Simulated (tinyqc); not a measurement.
From results back to parameters: eight-band Kane k.p model. Four cases, with inputs chosen for the exercise.

Problem. In the Kane model 1/m = A_r + Ep (Eg + 2 Dso/3)/(Eg (Eg + Dso)) and the Roth formula gives g* = 2 - 2 Ep Dso/(3 Eg (Eg + Dso)). The mass and the g factor below were computed from hidden Ep and Dso.

Case 1.

Values chosen (out of a larger set: near those of AlAs; not measured data): Eg = 3.244 eV (gap at Gamma to the s-like level); A_r = 1 (remote-band term in 1/m).

m = 0.1315726 m0
g* = 1.63723

Case 2.

Values chosen (out of a larger set: near those of GaSb; not measured data): Eg = 0.82 eV (gap at Gamma to the s-like level); A_r = 1 (remote-band term in 1/m).

m = 0.0362436 m0
g* = -7.98853

Case 3.

Values chosen (out of a larger set: near those of InP; not measured data): Eg = 1.426 eV (gap at Gamma to the s-like level); A_r = 0 (remote-band term in 1/m).

m = 0.0698404 m0
g* = 1.32394

Case 4.

Values chosen (out of a larger set: near those of InSb; not measured data): Eg = 0.236 eV (gap at Gamma to the s-like level); A_r = 0.9 (remote-band term in 1/m).

m = 0.0134405 m0
g* = -49.30094

Find: X; Y; Ep; Dso.

Solution. Let X = 1/m - A_r and Y = (2 - g*)/2. Then X + Y = Ep/Eg and X - 2 Y = Ep/(Eg + Dso).

Case 1.

X = 6.600
Y = 0.181
Ep = 22.00 eV
Dso = 0.283 eV

Case 2.

X = 26.591
Y = 4.994
Ep = 25.90 eV
Dso = 0.740 eV

Case 3.

X = 14.318
Y = 0.338
Ep = 20.90 eV
Dso = 0.106 eV

Case 4.

X = 73.502
Y = 25.650
Ep = 23.40 eV
Dso = 0.818 eV

Computed by tinyqc, one run a case: `OMP_NUM_THREADS=1 python tinyqc.py N N+1 out.jsonl` with N = 1051209, 1051231, 1051243, 1051253; one thread of a shared Intel(R) Xeon(R) Processor @ 2.30GHz, about 0.1 s a run at most.
